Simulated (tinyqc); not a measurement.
# Gate sheet resistance from two finger widths

Problem. At low frequency R = Rsh Wf/(3 L) + B/Wf, where B collects the channel and vertical terms. Find Rsh, B and the width of lowest R.

Values chosen for this exercise: channel length L = 0.057 um.

input resistance of single fingers, contacted at one end, of width 0.92 and 10 um (ohm): [143.07374, 442.24854]

Solution. R Wf is a straight line in Wf^2; the minimum of R lies where both terms are equal.

Rsh = 7.400 ohm/square
B = 95.00 ohm um
width of lowest R = 1.482 um

tinyqc, about 0.01 s, one thread, Intel Xeon 2.30GHz (shared host): `OMP_NUM_THREADS=1 python tinyqc.py 2262149 2262150 out.jsonl`
